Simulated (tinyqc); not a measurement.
Buckled dimers of a reconstructed (001) surface, two dangling bonds a dimer: one step. One k point at the trial buckling. Two cases, with inputs chosen for the exercise.

Task: Form H, its levels and the weight of the lower one on the up atom, (1 + gm z/sqrt((gm z)^2 + h^2))/2 with h the off-diagonal element; k is given in pi/a.

In a dimer one atom moves up by z and the other down by z; the dangling bond of the up atom (more s-like) falls by gm z and that of the down atom rises by gm z. With all dimers tilted alike: H(k) = [[-gm z - 2 ta cos k, -tp - 2 tx cos k], [., gm z - 2 ta cos k]], k along the row in 1/a. Two electrons a dimer fill the lowest N of the 2N levels on the mesh k_j = (j + 1/2) pi/N. Total energy a dimer: W(z) = (2/N) sum of the filled levels + kf z^2. Repulsion between electrons is left out.

Give: H; levels; weight on the up atom.

Case 1.

Values chosen (of the size met on Si(001); not measured data): tp = 0.27 eV (pi coupling inside a dimer); ta = 0.08 eV (coupling between like atoms along the row); tx = 0.03 eV (diagonal coupling along the row); gm = 2.07 eV/angstrom (shift of a dangling bond with height); z = 0.13 angstrom (a trial buckling); k = 0.25 pi/a (wave vector along the row).

Result:

H (eV):
```
           up     down
up    -0.3822  -0.3124
down  -0.3124   0.1560
```

levels (eV): -0.5255  0.2992

weight on the up atom = 0.8263

Case 2.

Values chosen (of the size met on Si(001); not measured data): tp = 0.33 eV (pi coupling inside a dimer); ta = 0.12 eV (coupling between like atoms along the row); tx = 0.06 eV (diagonal coupling along the row); gm = 2.39 eV/angstrom (shift of a dangling bond with height); z = 0.35 angstrom (a trial buckling); k = 0.44 pi/a (wave vector along the row).

Result:

H (eV):
```
           up     down
up    -0.8815  -0.3525
down  -0.3525   0.7915
```

levels (eV): -0.9527  0.8628

weight on the up atom = 0.9608

Computed by tinyqc, one run a case: `OMP_NUM_THREADS=1 python tinyqc.py N N+1 out.jsonl` with N = 1482066, 1482081; one thread of a shared Intel(R) Xeon(R) Processor @ 2.30GHz, about 0.05 s a run at most.
